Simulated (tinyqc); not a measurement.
Inside a calculation. Method: CID on RHF in the 6-31g basis, for H2, spin multiplicity 1. One step of it, computed by the program tinyqc.

Task: CID: determinants and Hamiltonian. Slater-Condon rules over spin orbitals, with the nuclear repulsion added and E(HF) subtracted on the diagonal.

one-electron integrals over orbitals h = C^T H C (hartree), lower triangle:
```
           1          2         3         4
1  -1.083565
2   0.000000  -0.610674
3  -0.131980   0.000000  0.006604
4   0.000000   0.191967  0.000000  0.128281
```

Two-electron integrals over orbitals (pq|rs), unique and non-zero (hartree):
```
(11|11) 0.562075    (21|21) 0.109093    (22|11) 0.440142    (22|22) 0.401700
(31|11) 0.131980    (31|22) 0.068982    (31|31) 0.093059    (32|21) 0.011900
(32|32) 0.037906    (33|11) 0.501833    (33|22) 0.403292    (33|31) 0.118244
(33|33) 0.473142    (41|21) -0.080323   (41|32) -0.050013   (41|41) 0.108632
(42|11) -0.136145   (42|22) -0.073101   (42|31) -0.080915   (42|33) -0.119180
(42|42) 0.082606    (43|21) -0.121445   (43|32) -0.039646   (43|41) 0.124737
(43|43) 0.175035    (44|11) 0.563250    (44|22) 0.447782    (44|31) 0.168019
(44|33) 0.529458    (44|42) -0.161453   (44|44) 0.623487
```

nuclear repulsion = 0.51526505 hartree

Hartree-Fock energy = -1.08979046 hartree

Give: determinants; H - E(HF) between determinants.

Result:

Occupation strings over the orbitals (2 doubly, a alpha, b beta, 0 empty; spin orbitals ordered 1a 1b 2a 2b ...): 2000 0200 0ab0 0a0b 0ba0 0020 00ab 0b0a 00ba 0002

H - E(HF) between determinants (hartree), lower triangle:
```
        2000    0200    0ab0    0a0b    0ba0   0020    00ab    0b0a
2000   0.000
0200   0.109   0.785
0ab0   0.000   0.000   1.404
0a0b  -0.080   0.119   0.000   1.570
0ba0   0.000   0.000  -0.038   0.000   1.404
0020   0.093   0.038   0.000  -0.040   0.000  2.091
00ab   0.000   0.000  -0.040   0.000  -0.073  0.000   2.269
0b0a   0.080  -0.119   0.000  -0.083   0.000  0.040   0.000   1.570
00ba   0.000   0.000  -0.073   0.000  -0.040  0.000  -0.175   0.000
0002   0.109   0.083   0.000   0.031   0.000  0.175   0.000  -0.031

       00ba   0002
00ba  2.269
0002  0.000  2.485
```
